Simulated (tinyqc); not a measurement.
LED efficiency against current.

ABC model of an LED: J = q da (A n + Ba n^2 + Ca n^3), IQE = Ba n^2/(A n + Ba n^2 + Ca n^3), differential lifetime 1/(A + 2 Ba n + 3 Ca n^2).

Parameters, values chosen for the exercise: defect coefficient of the active layer A = 1.3e5 1/s; radiative coefficient of the active layer Ba = 6.1e-11 cm^3/s; Auger coefficient of the active layer Ca = 2.2e-31 cm^6/s; thickness of the active layer da = 6.7 nm.

Constants: q = 1.602176634e-19 C. Results are converted to the units shown.

Result of one run:

| n (cm^-3) | IQE (%) | defect share (%) | Auger share (%) | differential lifetime (ns) |
|---|---|---|---|---|
| 3.803e16 | 94.68 | 5.306 | 0.01298 | 209.6 |

Which current density J gave this result: 0.01, 0.2, 0.9, 4 or 20 A/cm^2?

J = 0.01 A/cm^2.

The whole series:

| J (A/cm^2) | n (cm^-3) | IQE (%) | defect share (%) | Auger share (%) | differential lifetime (ns) |
|---|---|---|---|---|---|
| 0.01 | 3.803e16 | 94.68 | 5.306 | 0.01298 | 209.6 |
| 0.05 | 8.631e16 | 97.56 | 2.409 | 0.03037 | 93.77 |
| 0.2 | 1.736e17 | 98.73 | 1.212 | 0.06183 | 46.87 |
| 0.9 | 3.694e17 | 99.29 | 0.5728 | 0.1323 | 22.08 |
| 4 | 7.794e17 | 99.45 | 0.2719 | 0.2796 | 10.46 |
| 20 | 1.741e18 | 99.26 | 0.1215 | 0.6233 | 4.661 |
| 70 | 3.250e18 | 98.78 | 0.06478 | 1.158 | 2.478 |
| 300 | 6.687e18 | 97.61 | 0.03111 | 2.354 | 1.183 |
| 1000 | 1.210e19 | 95.80 | 0.01688 | 4.179 | 0.6360 |

The IQE goes from 94.7 through a maximum of 99.4 (at J = 4 A/cm^2 among the rows listed) to 95.8 %. The exact peak, Q/(Q + 2) = 99.4 % with Q = Ba/sqrt(A Ca) = 361, lies at n = sqrt(A/Ca) = 7.69e17 cm^-3, J = 3.89 A/cm^2, where the defect and Auger shares are equal. n goes as J^(0.51) at the low end and J^(0.49) at the high end.

tinyqc, about 0.01 s, one thread, Intel Xeon 2.30GHz (shared host): `OMP_NUM_THREADS=1 python tinyqc.py 2300033 2300034 out.jsonl`
